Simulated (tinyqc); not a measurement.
Phonon and roughness prefactors from two fields.

Question. At 300 K and high field 1/mu = E^(1/3)/Ap + E^gs/As, E in MV/cm. Find Ap and As.

Values chosen for this exercise:
- gs = 2 (exponent of the roughness term)

mu at E = 0.58 and 1.26 MV/cm (cm^2/(V s)): [436.43603, 238.79051]

Answer. Two linear equations in 1/Ap and 1/As.

Ap = 431 cm^2/(V s)
As = 944 cm^2/(V s)

Program tinyqc, `OMP_NUM_THREADS=1 python tinyqc.py 2510033 2510034 out.jsonl`; Intel Xeon 2.30GHz, shared host, one thread, about 0.01 s.
